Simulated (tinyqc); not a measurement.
Inside a calculation. Model: MOS capacitor on a p-type substrate, surface potential from the exact charge relation.

Numbers from tinyqc (`OMP_NUM_THREADS=1 python tinyqc.py 2060052 2060053 out.jsonl`; about 0.01 s on one thread of a shared Intel Xeon 2.30GHz). Printed values are rounded.

Uniform p-type substrate, Boltzmann statistics, full ionisation, classical densities. psi is the surface potential against the body (positive when the bands bend down) and u = psi/Vt. Traps are spread evenly over the gap and neutral at flat band, so their charge is -q Dit psi; the minority quasi-Fermi level is shifted by Vb.

Parameters, values chosen for the exercise; band and dielectric values close to those of 4H silicon carbide:
- T = 400 K (temperature)
- Eg = 3.25 eV (band gap)
- eps_r = 9.66 (relative permittivity)
- Nc = 2.63e19 cm^-3 (conduction-band density of states at T)
- Nv = 3.82e19 cm^-3 (valence-band density of states at T)
- chi = 3.64 eV (electron affinity)
- N = 3.8e17 cm^-3 (acceptor density of the substrate)
- eox = 3.9 (relative permittivity of the gate insulator (close to silicon dioxide))
- tox = 3 nm (insulator thickness)
- phiM = 4.42 eV (gate work function)
- Nf = 0 cm^-2 (fixed charge at the interface, in units of q)
- Dit = 7e10 cm^-2 eV^-1 (density of interface traps)
- Vb = 0 V (reverse bias of the inversion layer against the body)
- Vg = -3.19 V (gate voltage against the body)

Constants: q = 1.602176634e-19 C, kB = 1.380649e-23 J/K, Vt = kB T/q, eps0 = 8.8541878128e-14 F/cm where lengths are in cm. Results are converted to the units shown.

Range of the model: At this gate voltage the surface density exceeds 0.3 of the band density of states, so degeneracy and confinement would lower the charge and capacitance.

## Flat band, threshold and scales

ni = sqrt(Nc Nv) exp(-Eg/(2 Vt)), Eg in volts; phiF = Vt ln(N/ni); Cox = eps0 eox/tox; Vfb = phiM - chi - (Eg - Vt ln(Nv/N)) - q Nf/Cox; Q0 = sqrt(2 eps0 eps_r q N Vt); r = (ni/N)^2 exp(-Vb/Vt); VT = Vfb + [(2 phiF + Vb)(1 + q Dit/Cox) + sqrt(2 eps0 eps_r q N (2 phiF + Vb))/Cox].

ni = 0.106392 cm^-3
phiF = 1.47252 V
Cox = 1.15104 uF/cm^2
Vfb = -2.31108 V
Q0 = 59.9158 nC/cm^2
r = 7.83888e-38
VT = 1.14379 V

## Starting value

psi = +Vt (just off flat band).

psi at the start = 0.0344693 V

## Iteration 1: Newton step for the surface potential

u = psi/Vt; F^2 = exp(-u) + u - 1 + r (exp(u) - u - 1); Qs = -sign(u) Q0 F; Cs = -dQs/dpsi = (Q0/Vt) |1 - exp(-u) + r (exp(u) - 1)|/(2 F). f = Vfb + psi + (q Dit psi - Qs)/Cox - Vg, f' = 1 + (Cs + q Dit)/Cox, psi(new) = psi - f/f'.

u = 1
F = 0.606531
Qs = -36.3408 nC/cm^2
Cs = 0.905786 uF/cm^2
f = 0.945295 V
f' = 1.79667
psi after iteration 1 = -0.491668 V

## Iteration 2: Newton step for the surface potential

As before.

u = -14.2639
F = 1251.33
Qs = 74974.5 nC/cm^2
Cs = 1087.56 uF/cm^2
f = -64.7536 V
f' = 945.859
psi after iteration 2 = -0.423208 V

This iterate lies far beyond the solution, so its charge is not a physical one.

## Iteration 3: Newton step for the surface potential

As before.

u = -12.2778
F = 463.534
Qs = 27773.0 nC/cm^2
Cs = 402.888 uF/cm^2
f = -23.6769 V
f' = 351.030
psi after iteration 3 = -0.355758 V

This iterate lies far beyond the solution, so its charge is not a physical one.

## Course of the Newton iteration

Stop when the step is below 1e-10 V, or after 60 iterations.

Course of the iteration:
```
iteration	psi before the step (V)	f (V)	step (V)
1	0.0344693	0.945	-0.526
2	-0.491668	-64.8	0.0685
3	-0.423208	-23.7	0.0674
4	-0.355758	-8.55	0.0645
5	-0.291287	-2.97	0.0564
6	-0.234889	-0.923	0.0386
7	-0.196244	-0.206	0.0146
8	-0.181663	-0.0186	1.60e-3
9	-0.180066	-1.92e-4	1.68e-5
10	-0.180049	-2.09e-8	1.83e-9
11	-0.180049	< 1e-13	< 1e-13
```

Converged in 11 iterations.

## Charges, field and capacitances at the solution

converged psi = -0.180049 V

u = psi/Vt; F^2 = exp(-u) + u - 1 + r (exp(u) - u - 1); Qs = -sign(u) Q0 F; Cs = -dQs/dpsi = (Q0/Vt) |1 - exp(-u) + r (exp(u) - 1)|/(2 F). Low frequency: 1/C_LF = 1/Cox + 1/(Cs + q Dit). High frequency, in the simple estimate in which traps and minority carriers do not follow: 1/C_HF = 1/Cox + 1/Cd, Cd being Cs with r = 0 at the same psi. Minority sheet density N_inv = (Q0/(2 q)) int_0^u r (exp(t) - 1)/F(t) dt for u > 0. Oxide field |Qs - q Dit psi + q Nf|/(eps0 eox).

Qs = 802.410 nC/cm^2
N_inv = 0 cm^-2
oxide field = 2.32956 MV/cm
Cs = 11.9785 uF/cm^2
C_LF/Cox = 0.912406
C_HF/Cox = 0.912331

The surface is in accumulation (borders at |psi| = 0, phiF + Vb and 2 phiF + Vb = 2.95 V).
